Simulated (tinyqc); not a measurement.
Inside a calculation. Method: UHF in the sto-3g basis, for H4, spin multiplicity 1. One step of it, computed by the program tinyqc.

Task: Iteration 2: building the Fock matrix. J_ij = sum D_kl (ij|kl) with D = D(alpha) + D(beta), K_ij = sum D_kl (ik|jl) for each spin; F = H + J - K(s); E = tr D H + tr D J / 2 - 0.5 sum_s tr D(s) K(s) + E_nn.

D(alpha) after iteration 1, lower triangle:
```
           1H 1s     2H 1s     3H 1s     4H 1s
1H 1s   0.724256
2H 1s   0.266384  0.133381
3H 1s  -0.122695  0.111515  0.713845
4H 1s   0.000820  0.056511  0.248557  0.089243
```

D(beta) after iteration 1, lower triangle:
```
          1H 1s      2H 1s     3H 1s     4H 1s
1H 1s  0.089243
2H 1s  0.248557   0.713845
3H 1s  0.056511   0.111515  0.133381
4H 1s  0.000820  -0.122695  0.266384  0.724256
```

core Hamiltonian H = T + V (hartree), lower triangle:
```
           1H 1s      2H 1s      3H 1s      4H 1s
1H 1s  -1.108394
2H 1s  -0.498412  -1.241517
3H 1s  -0.010131  -0.136799  -1.241517
4H 1s  -0.000320  -0.010131  -0.498412  -1.108394
```

Two-electron integrals (ij|kl) in chemists' order, unique and non-zero (hartree):
```
(11|11) 0.774606   (21|11) 0.173923   (21|21) 0.056892   (22|11) 0.376401
(22|21) 0.173923   (22|22) 0.774606   (31|11) 0.001592   (31|21) 0.000659
(31|22) 0.002707   (31|31) 0.000012   (32|11) 0.018914   (32|21) 0.008249
(32|22) 0.037913   (32|31) 0.000195   (32|32) 0.003635   (33|11) 0.148603
(33|21) 0.057884   (33|22) 0.240263   (33|31) 0.001592   (33|32) 0.037913
(33|33) 0.774606   (41|11) 0.000030   (41|21) 0.000013   (41|22) 0.000056
(41|31) 2.99e-07   (41|32) 0.000006   (41|33) 0.000056   (41|41) 8.49e-09
(42|11) 0.000895   (42|21) 0.000365   (42|22) 0.001592   (42|31) 0.000009
(42|32) 0.000195   (42|33) 0.002707   (42|41) 2.99e-07   (42|42) 0.000012
(43|11) 0.039073   (43|21) 0.014645   (43|22) 0.057884   (43|31) 0.000365
(43|32) 0.008249   (43|33) 0.173923   (43|41) 0.000013   (43|42) 0.000659
(43|43) 0.056892   (44|11) 0.107491   (44|21) 0.039073   (44|22) 0.148603
(44|31) 0.000895   (44|32) 0.018914   (44|33) 0.376401   (44|41) 0.000030
(44|42) 0.001592   (44|43) 0.173923   (44|44) 0.774606
```

nuclear repulsion = 1.42240141 hartree

Give: Coulomb J; exchange K(alpha); exchange K(beta); F(alpha); F(beta); total energy of this density.

Result:

Coulomb J (hartree), lower triangle:
```
        1H 1s   2H 1s   3H 1s   4H 1s
1H 1s  1.3899
2H 1s  0.4469  1.5420
3H 1s  0.0068  0.1136  1.5420
4H 1s  0.0002  0.0068  0.4469  1.3899
```

exchange K(alpha) (hartree), lower triangle:
```
         1H 1s   2H 1s   3H 1s   4H 1s
1H 1s   0.6610
2H 1s   0.2636  0.2465
3H 1s  -0.0022  0.0617  0.6541
4H 1s  -0.0001  0.0243  0.2497  0.1965
```

exchange K(beta) (hartree), lower triangle:
```
         1H 1s    2H 1s   3H 1s   4H 1s
1H 1s   0.1965
2H 1s   0.2497   0.6541
3H 1s   0.0243   0.0617  0.2465
4H 1s  -0.0001  -0.0022  0.2636  0.6610
```

F(alpha) (hartree), lower triangle:
```
         1H 1s    2H 1s    3H 1s   4H 1s
1H 1s  -0.3796
2H 1s  -0.3151   0.0540
3H 1s  -0.0011  -0.0849  -0.3536
4H 1s  -0.0001  -0.0277  -0.3012  0.0849
```

F(beta) (hartree), lower triangle:
```
         1H 1s    2H 1s    3H 1s    4H 1s
1H 1s   0.0849
2H 1s  -0.3012  -0.3536
3H 1s  -0.0277  -0.0849   0.0540
4H 1s  -0.0001  -0.0011  -0.3151  -0.3796
```

total energy of this density = -1.925538 hartree
